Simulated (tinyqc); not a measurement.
Energy and delay of logic against supply voltage: one step of the calculation.

One expression serves below and above threshold: I(Vg) = Ik [ln(1 + exp((Vg - VT + dd V)/(al nf Vt)))]^al, with I_on = I(V) and I_off = I(0). Gate delay td = kd C V/I_on, clock period LD td. Per gate and cycle the switching energy is act C V^2 and the leakage energy I_off V LD td. No short-circuit current, no variation. Minima are sought above 0.09 V; below a few Vt gates no longer switch and the model has no meaning.

Task. New V. Minimum-energy supply: E(V) is the energy per gate and cycle; with h = 0.001 V, E' = (E(V + h) - E(V - h))/(2 h), E'' = (E(V - h) - 2 E(V) + E(V + h))/h^2, V(new) = V - E'/E''.

Values chosen for this exercise; values of the order met in logic technologies: temperature T = 330 K; threshold voltage at zero drain bias VT = 0.27 V; slope factor nf = 1.42; barrier lowering per volt of supply dd = 0.08; specific current of a gate Ik = 1.4 uA; exponent of the current law al = 1.79; load capacitance of a gate C = 1.4 fF; delay factor kd = 0.8; logic depth LD = 12; activity factor act = 0.02.

Constants: q = 1.602176634e-19 C, kB = 1.380649e-23 J/K, Vt = kB T/q. Results are converted to the units shown.

V after iteration 1 = 0.28429626 V

Give: E'; E''; V after iteration 2.

Result.

E' = -3.3224 aJ/V
E'' = 311.29 aJ/V^2
V after iteration 2 = 0.29497 V

Numbers from tinyqc (`OMP_NUM_THREADS=1 python tinyqc.py 2082171 2082172 out.jsonl`; about 0.01 s on one thread of a shared Intel Xeon 2.30GHz).
